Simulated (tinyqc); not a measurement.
Non-radiative capture by multiphonon emission, one effective mode: one step, computed by the program tinyqc.

The initial state (free carrier plus empty centre) lies dE above the final state; both have the same frequency and are displaced by dQ.

Task: Geometry of the two curves. dQ = sqrt(2 S (hbar^2/u)/hbar omega); relaxation energy lambda = S hbar omega; phonons needed P = dE/hbar omega; classical barrier E_b = (dE - lambda)^2/(4 lambda); occupation n = 1/(exp(hbar omega/k_B T) - 1).

Inputs (values chosen for the exercise, with mass, screening and phonons like those of GaSb):
```
quantity                  value  unit
energy released dE        0.602    eV
phonon energy hbar omega   25.9   meV
Huang-Rhys factor S        15.9     -
temperature T               200     K
```

Centre: repulsive.

Constants: hbar^2/u = 4.18015928e-03 eV angstrom^2; k_B = 8.617333262e-05 eV/K.

Give: dQ; lambda; P; classical barrier E_b; occupation n.

Result:

dQ = 2.2655 u^(1/2) angstrom

lambda = 0.41181 eV

P = 23.243

classical barrier E_b = 0.021959 eV

occupation n = 0.28619

dE exceeds lambda: the inverted case usual for deep centres, in which the curves cross on the far side of the initial minimum.
